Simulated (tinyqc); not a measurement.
## Offset from the accumulated charge

Inverse problem. Layer 1 (x < 0) accumulates electrons and layer 2 (x > 0) is depleted. Boltzmann statistics. Sheet densities from the first integral: Q1 = sqrt((2 eps0 eps_r Vt N1/q)(exp(u1) - u1 - 1)) extra electrons, Q2 = sqrt((2 eps0 eps_r Vt N2/q)(exp(-u2) + u2 - 1)) missing ones, u = V/Vt; neutrality Q1 = Q2 + si. V1 + V2 = dE + Vt ln[(N2/Nc2)/(N1/Nc1)]. Find V1, V2 and dE.

Parameters, values chosen for the exercise; values of the order of III-V alloys:
- T = 200 K (temperature)
- eps_r = 12.7 (relative permittivity of both layers)
- Nc1 = 2.6e17 cm^-3 (density of states of the narrow-gap layer 1)
- Nc2 = 1e18 cm^-3 (density of states of the wide-gap layer 2)
- N1 = 1.3e16 cm^-3 (donor density in layer 1)
- N2 = 2.4e16 cm^-3 (donor density in layer 2)
- si = 0 cm^-2 (fixed charge at the interface)

Constants: q = 1.602176634e-19 C, kB = 1.380649e-23 J/K, Vt = kB T/q, eps0 = 8.8541878128e-14 F/cm where lengths are in cm. Results are converted to the units shown.

Q1 = 2.1677013e11 cm^-2

Answer. Each sheet density rises steadily with its bending, so Q1 fixes V1 and Q2 = Q1 - si fixes V2.

V1 = 0.0506 V
V2 = 0.157 V
dE = 0.220 eV

tinyqc, about 0.08 s, one thread, Intel Xeon 2.30GHz (shared host): `OMP_NUM_THREADS=1 python tinyqc.py 2410009 2410010 out.jsonl`
